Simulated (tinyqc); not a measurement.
Inside a calculation. Method: geometry optimisation on the RHF/sto-6g surface (energies and gradients from PySCF), for H2, spin multiplicity 1. One step of it, computed by the program tinyqc.

Question. Step 1: move. Quasi-Newton step p = -H^(-1) g (first H = 0.6 times the unit matrix); steps longer than 0.1 bohr are cut back (factor 0.755 here).

positions at the start (bohr), order 1H, 2H:
```
[[0.000000, 0.000000, 0.000000],
 [0.000000, 0.000000, 1.458869]]
```

gradient (hartree/bohr), order 1H, 2H:
```
[[0.00000000, 0.00000000, -0.05617674],
 [0.00000000, 0.00000000, 0.05617674]]
```

Give: positions after step 1.

Answer.

positions after step 1 (bohr), order 1H, 2H:
```
[[0.0000, 0.0000, 0.0707],
 [0.0000, 0.0000, 1.3882]]
```
